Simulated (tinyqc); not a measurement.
Hexagonal on-chip spiral inductor, lumped pi model: two steps of the calculation.

Outer diameter do = di + 2 n wd + 2 (n - 1) sp, mean da = (do + di)/2, fill p = (do - di)/(do + di), length l = 3.464 n da. L = 2.33 mu0 n^2 da/(1 + 3.82 p), mu0 = 4 pi 1e-7 H/m. Rs = rho l/(wd delta (1 - exp(-th/delta))), delta = sqrt(rho/(pi f mu0)). Cs = n wd^2 eps0 eo/hu across the coil. At each end Cox = l wd eps0 eo/(2 ho) leads to the substrate branch Rsi = 2 rs he/(l wd) in parallel with Csi = l wd eps0 11.7/(2 he). With one end grounded Y = 1/(Rs + i w L) + i w Cs + 1/[1/(i w Cox) + 1/(1/Rsi + i w Csi)], w = 2 pi f; Q = -Im Y/Re Y. Eddy currents in neighbouring turns and in the substrate are left out.

Values chosen for this exercise; values of the order met in silicon radio-frequency processes:
- n = 3.5 (number of turns)
- wd = 6 um (line width)
- sp = 2 um (space between turns)
- di = 100 um (inner diameter)
- th = 3.4 um (metal thickness)
- rho = 1.9 uohm cm (metal resistivity)
- ho = 4.6 um (oxide below the coil)
- hu = 1.1 um (oxide between coil and underpass)
- eo = 4.1 (relative permittivity of the oxide)
- rs = 20 ohm cm (substrate resistivity)
- he = 30 um (effective spreading depth in the substrate)
- f = 4.2 GHz (frequency)

Constants: eps0 = 8.8541878128e-12 F/m. Results are converted to the units shown.

Task 1. Geometry and model elements. do, l, L, delta, Rs, Cs, Cox, Rsi and Csi as defined.

Wanted: do; l; L; delta; Rs; Cs; Cox; Rsi; Csi.

Result 1.

do = 152.00 um
l = 1527.6 um
L = 2.5272 nH
delta = 1.0705 um
Rs = 4.7159 ohm
Cs = 4.1582 fF
Cox = 36.167 fF
Rsi = 1309.2 ohm
Csi = 15.825 fF

Task 2. Admittance, quality factor and apparent inductance. Series branch 1/(Rs + i w L), substrate branch, total Y, Q = -Im Y/Re Y, apparent inductance Im(1/Y)/w, metal-only value w L/Rs, share of the loss in the substrate Re(substrate branch)/Re Y.

L = 2.5272210 nH
Rs = 4.7159061 ohm
Cs = 4.1582486 fF
Cox = 36.167000 fF
Rsi = 1309.2227 ohm
Csi = 15.825268 fF

Find: series branch; substrate branch; Y; Q; apparent inductance; w L/Rs; share of the loss in the substrate.

Result 2.

series branch = 1.055-14.920i mS
substrate branch = 0.28216+0.44758i mS
Y = 1.337-14.362i mS
Q = 10.741
apparent inductance = 2.6157 nH
w L/Rs = 14.142
share of the loss in the substrate = 21.101 %

Q is 76.0 % of the metal-only value.

tinyqc, about 0.01 s, one thread, Intel Xeon 2.30GHz (shared host): `OMP_NUM_THREADS=1 python tinyqc.py 2302190 2302191 out.jsonl`
